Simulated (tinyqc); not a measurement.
Worked calculation: geometry optimisation on the RHF/sto-6g surface (energies and gradients from PySCF), for BeH2, spin multiplicity 1. One step of it, computed by the program tinyqc.

Task: Step 1: move. Quasi-Newton step p = -H^(-1) g (first H = 1 times the unit matrix); steps longer than 0.1 bohr are cut back.

positions at the start (bohr):
```
             x          y          z
1Be  -0.085038   0.037795  -0.028346
2H    0.047243   2.307356   0.183303
3H   -0.009449  -2.294128   0.134171
```

gradient (hartree/bohr):
```
               x            y            z
1Be  -0.00193990   0.01685603  -0.00367827
2H    0.00021337  -0.04000095   0.00084162
3H    0.00172653   0.02314492   0.00283666
```

Give: positions after step 1.

Result:

positions after step 1 (bohr):
```
          x       y       z
1Be  -0.083   0.021  -0.025
2H    0.047   2.347   0.182
3H   -0.011  -2.317   0.131
```
